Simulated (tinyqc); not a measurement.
## Radius, Mott density and mass from the binding energy

Question. A donor has the isolated binding energy E0 = cc Ry, Ry = (m0 q^3/(8 eps0^2 h^2)) me/eps_r^2 in eV, radius a = q/(8 pi eps0 eps_r E0) and Mott density (0.26/a)^3. Find a, the Mott density and me.

Values chosen for this exercise:
- eps_r = 13.1 (relative permittivity)
- cc = 1 (ratio of the true binding energy to the hydrogenic one)

Constants: q = 1.602176634e-19 C, eps0 = 8.8541878128e-12 F/m, h = 6.62607015e-34 J s, m0 = 9.1093837015e-31 kg. Results are converted to the units shown.

E0 = 5.3357214 meV

Solution. Each follows directly from E0.

a = 10.30 nm
Mott density = 1.608e16 cm^-3
me = 0.06730 m0

Computed by the program tinyqc: `OMP_NUM_THREADS=1 python tinyqc.py 2330138 2330139 out.jsonl`, one thread of a shared Intel Xeon 2.30GHz, about 0.01 s for the whole run.
